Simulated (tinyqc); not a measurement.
What each parameter does: dielectric confinement in a thin film (image charges).

A film |z| < t/2 of dielectric constant eps between half-spaces of dielectric constant e2; lam = (eps - e2)/(eps + e2), q = e^2/(4 pi eps0). The self-energy of a band edge is taken with the high-frequency value, e2 = eh, and the field of a fixed ion with the static one, e2 = eo. A charge at z has images lam^|n| at n t + (-1)^n z. Its self-energy is S(z) = (q/2 eps) sum over n >= 1 of lam^n [1/(n t - 2z) + 1/(n t + 2z)] for odd n and 2 lam^n/(n t) for even n; at the centre S(0) = -(q/(eps t)) ln(1 - lam).

Donor at the centre, lam from the static eo, trial function cos(pi z/t) exp(-rho/l): E(l) = c/(m l^2) - (q/eps) times the integral over k of F(k t) (1 + (k l/2)^2)^(-3/2), with F(x) = F0 + 2 lam exp(-x) G/(1 - lam exp(-x)), F0 = 2[(1 - exp(-x/2))/x + x (1 + exp(-x/2))/(x^2 + 4 pi^2)], G = 2 sinh(x/2)[1/x - x/(x^2 + 4 pi^2)]; c = hbar^2/2m0. The binding energy is -E at the minimum, counted from the subband edge with its self-energy.

Constants: e^2/(4 pi eps0) = 14.39964547 eV angstrom; hbar^2/2m0 = 3.80998211 eV angstrom^2; Ry = 13.60569312 eV.

Values chosen for the exercise (near those of a Ge film in vacuum; not measured data):
```
symbol  value  unit      meaning
t       74     angstrom  film thickness
eps     15.9             dielectric constant of the film
eh      1                high-frequency dielectric constant outside
eo      1                static dielectric constant outside
m       0.146  m0        mass in the plane
```

<S> is the mean over (2/t) cos^2(pi z/t).

Results for these values:
```
case  lam from eh  <S> (meV)  binding (meV)  l (angstrom)
base        0.882       28.5           65.2          42.7
```

What happens to each result for eps = 14.3, all else kept?

Answer: lam from eh falls from 0.882 to 0.869; <S> rises from 28.5 to 30.3; binding rises from 65.2 to 71.6; l falls from 42.7 to 40.2.

The same for each parameter in turn:
```
case             lam from eh  <S> (meV)  binding (meV)  l (angstrom)
base                   0.882       28.5           65.2          42.7
t = 84 angstrom        0.882       25.1           59.1          45.0
eps = 14.3             0.869       30.3           71.6          40.2
eo = 1.4               0.882       28.5           57.7          43.0
eh = 1.3               0.849       25.4           65.2          42.7
m = 0.175 m0           0.882       28.5           67.8          38.4
```

tinyqc: `OMP_NUM_THREADS=1 python tinyqc.py 1281725 1281726 out.jsonl`; about 0.08 s, one thread, shared Intel(R) Xeon(R) Processor @ 2.30GHz.
